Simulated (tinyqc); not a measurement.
Tight binding, honeycomb lattice, step by step. One step of it, computed by the program tinyqc.

Problem. Bloch Hamiltonian at K. H_AB = -t1 (1 + exp(-i k.a1) + exp(-i k.a2)); H_AA = delta - 2 t2 sum cos(k.b + phi), H_BB = -delta - 2 t2 sum cos(k.b - phi), b = a1, a2 - a1, -a2.

Parameters chosen for this model:
```
parameter     value                        unit
t1         1.700000                 eV, nearest
t2         0.220000       eV, second neighbours
phi        2.790000  rad, phase of t2 (Haldane)
delta      1.460000          eV, +/- on A and B
```

k point K (fractions of the reciprocal vectors): [0.333333, 0.666667]

Give: H(k) at K.

Solution.

H(k) at K (eV), order A, B:
$$\begin{pmatrix}
1.2341 & 0.0000 \\
0.0000 & -2.4733
\end{pmatrix}$$
